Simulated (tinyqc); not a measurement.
Epitaxial growth on a vicinal surface: Burton-Cabrera-Frank step flow, step-edge barrier and island nucleation: one step, computed by the program tinyqc. Command: `OMP_NUM_THREADS=1 python tinyqc.py 3002404 3002405 out.jsonl stepflow walk`. One thread of a shared host (Intel(R) Xeon(R) Processor @ 2.30GHz), about 0.01 s of CPU time with the checks.

Adatoms land at rate F, hop on a square grid (a simplification for hexagonal faces), desorb, or join steps. Lengths are in units of a and n is the adatom coverage. Steps ascend at x = 0 and descend at x = l.

Task: Terrace solution. D n'' - n/tau + F = 0 with n(0) = n_eq and -l_s n'(l) = n(l) - n_eq. With u = n - F tau, A = n_eq - F tau, y = l/x_s, s = l_s/x_s: u = A cosh(x/x_s) + B sinh(x/x_s), B = A (1 - cosh y - s sinh y)/(sinh y + s cosh y). Flux into the ascending step J+ = D B/x_s, over the descending one J- = -(D/x_s)(A sinh y + B cosh y); step velocity J+ + J-; growth rate (J+ + J-)/l. For small y: J+ + J- = (F - n_eq/tau) l, J-/J+ = l/(l + 2 l_s). The coverage peaks where n' = 0, tanh(x/x_s) = -B/A.

Inputs (values chosen for the exercise, close to those used for GaN(0001)): deposition rate F = 0.83 layers/s; temperature T = 980 C; critical nucleus size i = 1.

D = 4478732 a^2/s

lifetime tau = 0.1258516 s

diffusion length x_s = 750.7699 a

equilibrium coverage n_eq = 2.601811e-05

terrace width l = 155.0624 a

Schwoebel length l_s = 0 a

Give: J+; J-; growth rate; peak coverage; position of the peak.

Result:

J+ = 64.11 atoms per step site and s

J- = 64.11 atoms per step site and s

growth rate = 0.8269 layers/s

peak coverage = 5.804e-04

position of the peak = 77.53 a

Caution: twice the distance from the ascending step to the coverage peak exceeds the expected island spacing [0.25 (F/D)^(i/(i+2)) exp(E_i/((i+2) k_B T))]^(-1/2) by 40 % or more, so islands nucleate and the step-flow values are formal.
